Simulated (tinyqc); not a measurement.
# Biaxially strained (001) channel, valley splitting in an inversion layer, step by step

Computed by the program tinyqc: `OMP_NUM_THREADS=1 python tinyqc.py 2530024 2530025 out.jsonl`, one thread of a shared Intel Xeon 2.30GHz, about 0.01 s for the whole run. Printed values are rounded.

A thin layer grown on a relaxed buffer is stretched in the plane. The two valleys with their long axis along the growth direction (D2) sink against the four in-plane ones (D4); confinement in a triangular well splits them too. Only the lowest subband of each set is kept; one relaxation time, so the weakening of intervalley scattering is left out.

Inputs (values chosen for the exercise); values close to those of silicon on relaxed silicon-germanium: temperature T = 250 K; germanium share of the relaxed buffer x = 0.15; lattice mismatch per unit x b1 = 0.0418; elastic constant c11 = 163 GPa; elastic constant c12 = 63.3 GPa; shear deformation potential Xu = 8.86 eV; longitudinal mass ml = 0.9 m0; transverse mass mt = 0.194 m0; confining field F = 0.62 MV/cm; inversion density Ns = 8.5e11 cm^-2.

Constants: q = 1.602176634e-19 C, kB = 1.380649e-23 J/K, hbar = 1.054571817e-34 J s, m0 = 9.1093837015e-31 kg, Vt = kB T/q, hbar^2/(2 m0) = 0.0380998212 eV nm^2. Results are converted to the units shown.

## Strain, stress and splitting

e_par = b1 x, e_perp = -2 (c12/c11) e_par, splitting D = Xu (e_par - e_perp), in-plane stress (c11 + c12 - 2 c12^2/c11) e_par.

e_par = 0.627 %
e_perp = -0.4869828 %
D = 98.69888 meV
stress = 1.110641 GPa

## Subband edges and densities of states

Levels E(m) = 2.33811 (hbar^2 q^2 F^2/(2 m))^(1/3): E2 = E(ml), E4 = E(mt) + D; N2 = 2 mt kB T/(pi hbar^2), N4 = 4 sqrt(mt ml) kB T/(pi hbar^2).

E2 = 0.1276496 eV
E4 = 0.3115944 eV
N2 = 3.491739e12 cm^-2
N4 = 1.504154e13 cm^-2

Of the gap E4 - E2 = 184 meV, confinement gives 85.2 meV.

## Iteration 1: Fermi level by Newton steps

EF at the start = 0.128 eV

f = N2 ln(1 + exp((EF - E2)/Vt)) + N4 ln(1 + exp((EF - E4)/Vt)) - Ns, f' = [N2/(1 + exp((E2 - EF)/Vt)) + N4/(1 + exp((E4 - EF)/Vt))]/Vt, EF(new) = EF - f/f'.

f = 1.601792e12 cm^-2
f' = 8.183783e13 cm^-2/eV
EF after iteration 1 = 0.1084272 eV

## Iteration 2: Fermi level by Newton steps

As before.

f = 3.502542e11 cm^-2
f' = 4.716327e13 cm^-2/eV
EF after iteration 2 = 0.1010008 eV

## Course of the iteration: Fermi level by Newton steps

Stop when EF changes by less than 1e-10 eV, or after 40 iterations.

Course of the iteration:

| iteration | EF (eV) | \|change\| (eV) |
|---|---|---|
| 1 | 0.1084272 | 0.0196 |
| 2 | 0.1010008 | 7.43e-3 |
| 3 | 0.09988589 | 1.11e-3 |
| 4 | 0.09986282 | 2.31e-5 |
| 5 | 0.09986281 | 9.69e-9 |
| 6 | 0.09986281 | < 1e-14 |

Converged in 6 iterations. At the end the number of correct digits about doubles with each step.

## Share of the light valleys and conductivity mass

EF = 0.09986281 eV

EF solves Ns = N2 ln(1 + exp((EF - E2)/Vt)) + N4 ln(1 + exp((EF - E4)/Vt)); f2 is the share in D2, and 1/mc = f2/mt + (1 - f2)(1/mt + 1/ml)/2.

f2 = 0.9990460
mc = 0.1940726 m0

Without strain f2 would be 0.916 and mc 0.201 m0, so repopulation alone gains 3.4 % in mobility.
